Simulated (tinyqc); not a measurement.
Ballistic Schottky-barrier transistor with a one-dimensional channel, WKB contacts: one step of the calculation.

Source Fermi level 0, drain Fermi level -Vd. Far from the contacts Ec = pn - psi, and the gate moves psi one to one; the band edges relax as exp(-x/lam) from pn at the source and pn - Vd at the drain; Ev = Ec - Eg. A carrier of energy w inside the channel band meets at a contact a barrier of height D (the contact edge beyond the channel edge): T = 1 for w >= D, else exp(-S), S = 4 lam sqrt(m/C) [sqrt(D - w) - sqrt(w) arctan sqrt((D - w)/w)], C = hbar^2/(2 m0). The two contacts combine as Ts Td/(Ts + Td - Ts Td).

Problem. Transmission of one of the holes. S and T at both contacts for w = w0, and the tunnelling distance lam ln(D/w) at the higher barrier.

Inputs (values chosen for the exercise); channel values close to those of a silicon nanowire with silicide contacts: hole mass mp = 0.25 m0; screening length at the contacts lam = 1.2 nm; energy of one carrier inside the channel band w0 = 0.35 eV.

Constants: q = 1.602176634e-19 C, hbar = 1.054571817e-34 J s, m0 = 9.1093837015e-31 kg, hbar^2/(2 m0) = 0.0380998212 eV nm^2. Results are converted to the units shown.

D for holes (eV): source 0.23000000, drain 0.93000000

Find: S at the source; S at the drain; combined T; tunnelling distance.

Solution.

S at the source = 0
S at the drain = 2.742
combined T = 0.06444
tunnelling distance = 1.173 nm

Range of the model: No scattering, image-force lowering, channel charge or band-to-band tunnelling; parabolic kappa overstates S deep in the gap.

Computed by the program tinyqc: `OMP_NUM_THREADS=1 python tinyqc.py 2390008 2390009 out.jsonl`, one thread of a shared Intel Xeon 2.30GHz, about 0.04 s for the whole run.
